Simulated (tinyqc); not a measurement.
Radius: spherical quantum dot.

A sphere of radius R, isotropic masses, c = hbar^2/2m0, k = sqrt(mw E/c), kappa = sqrt(mb (V0 - E)/c). State n l is the spherical Bessel function j_l(k r) inside and k_l(kappa r) outside; psi and psi'/m are continuous: (k/mw) j_l'(kR)/j_l(kR) = (kappa/mb) k_l'(kappa R)/k_l(kappa R). For l = 0 this reads kR cot(kR) = 1 - (mw/mb)(1 + kappa R).

With hard walls E = c (x/R)^2/mw, x a zero of j_l: 1s 3.141593; 2s 6.283185; 1p 4.493409; 2p 7.725252; 1d 5.763459; 2d 9.095011; 1f 6.987932; 2f 10.417119.

Constants: hbar^2/2m0 = 3.80998211 eV angstrom^2.

Parameters, chosen for this exercise (near those of a non-polar GaN dot in AlN; the results hold for these values, not for the real material): V0 = 1.959 eV (barrier height); mw = 0.204 m0 (mass inside); mb = 0.32 m0 (mass outside); Rs = (15, 19, 22, 29, 37, 48, 66) angstrom (radii).

The two lowest states against R; a dash marks an unbound state.

Levels (eV):
```
R (angstrom)      1s      1p  1s, hard walls  flat well of width 2R
15            0.4997  1.0151          0.8192                 0.1295
19            0.3443  0.7025          0.5106                 0.0882
22            0.2705  0.5526          0.3808                 0.0689
29            0.1688  0.3451          0.2192                 0.0427
37            0.1096  0.2242          0.1346                 0.0276
66            0.0377  0.0771          0.0423                 0.0094
```

Give the missing row, R (angstrom) = 48.

Computed row:
```
R (angstrom)      1s      1p  1s, hard walls  flat well of width 2R
48            0.0682  0.1396          0.0800                 0.0171
```

The lowest state is bound at every radius listed. 1p is bound at every radius listed. At the largest radius the level is 0.89 of the hard-wall value and 3.99 times that of the flat well (the hard-wall ratio is 4.00); the exponent d ln E/d ln R between the last two radii is -1.86. Levels above about 0.3 eV lie beyond the range of a parabolic mass.

Run: tinyqc, `OMP_NUM_THREADS=1 python tinyqc.py 1282525 1282526 out.jsonl`; Intel(R) Xeon(R) Processor @ 2.30GHz, one thread, shared host; about 0.09 s of CPU time with all checks.
